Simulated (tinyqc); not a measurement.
Grain-boundary trapping model (Seto) of a polycrystalline semiconductor film: one step, computed by the program tinyqc. Command: `OMP_NUM_THREADS=1 python tinyqc.py 3029034 3029035 out.jsonl poly walk`. One thread of a shared host (Intel(R) Xeon(R) Processor @ 2.30GHz), about 0.01 s of CPU time with the checks.

Grains of equal size L are joined by thin boundaries with one trap level. Trapped carriers deplete a width W on each side and raise a barrier, crossed by thermionic emission. Dopants are fully ionised, statistics are non-degenerate and mu_g does not depend on T.

Task: Critical doping. If all traps fill, the grain is just depleted at N* = Q_t/L, with the barrier e Q_t L/(8 eps eps_0).

Inputs (values chosen for the exercise, modelled on polycrystalline germanium): permittivity eps = 16; grain size L = 190 nm; trap density Q_t = 6.1e+11 1/cm^2.

Grain interior: resistance included.

Constants: e = 1.602176634e-19 C; eps_0 = 8.8541878128e-12 F/m; k_B = 8.617333262e-05 eV/K.

Give: N*; barrier at N* with all traps filled.

Result:

N* = 3.211e+16 1/cm^3

barrier at N* with all traps filled = 0.1638 V
